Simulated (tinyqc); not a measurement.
Worked calculation: plane-wave Kohn-Sham cycle with exchange-only LDA in a layered model solid. One step of it, computed by the program tinyqc.

Problem. Iteration 2: potential. V_H(G) = 4 pi rho(G)/G^2 for G != 0 (uniform background); v_x = -(3 rho/pi)^(1/3); V = V_ext + V_H + v_x; Fourier components f(G_m) = (1/N) sum_j f(x_j) exp(-i G_m x_j).

A solid whose potential varies along x alone (atomic units):
```
parameter                      value
period a                    4.800000
cross-section of the cell  15.000000
electrons per cell                 2
grid points                       16
plane waves -n..n, n               2
k points                           1
V1 in V1 cos(2 pi x/a)     -0.210000
V2 in V2 cos(4 pi x/a)      0.150000
```

density after iteration 1 (e/bohr^3): [0.03767762, 0.03732128, 0.03602224, 0.03333718, 0.02916924, 0.02416009, 0.01949637, 0.01629257, 0.01516888, 0.01629257, 0.01949637, 0.02416009, 0.02916924, 0.03333718, 0.03602224, 0.03732128]

Give: Potentials on the grid; V(G_m), m = 0, 1, 2, ....

Solution.

Potentials on the grid (hartree):
```
x         V_ext      V_H      v_x        V
0.0000  -0.0600   0.0814  -0.3301  -0.3087
0.3000  -0.0879   0.0759  -0.3291  -0.3412
0.6000  -0.1485   0.0596  -0.3252  -0.4141
0.9000  -0.1864   0.0341  -0.3169  -0.4692
1.2000  -0.1500   0.0025  -0.3031  -0.4506
1.5000  -0.0257  -0.0306  -0.2847  -0.3410
1.8000   0.1485  -0.0596  -0.2650  -0.1762
2.1000   0.3001  -0.0794  -0.2496  -0.0290
2.4000   0.3600  -0.0865  -0.2438   0.0298
2.7000   0.3001  -0.0794  -0.2496  -0.0290
3.0000   0.1485  -0.0596  -0.2650  -0.1762
3.3000  -0.0257  -0.0306  -0.2847  -0.3410
3.6000  -0.1500   0.0025  -0.3031  -0.4506
3.9000  -0.1864   0.0341  -0.3169  -0.4692
4.2000  -0.1485   0.0596  -0.3252  -0.4141
4.5000  -0.0879   0.0759  -0.3291  -0.3412
```

V(G_m), m = 0, 1, 2, ... (hartree): [-0.2951, -0.0844, 0.0778, -0.0002, 0.0000]
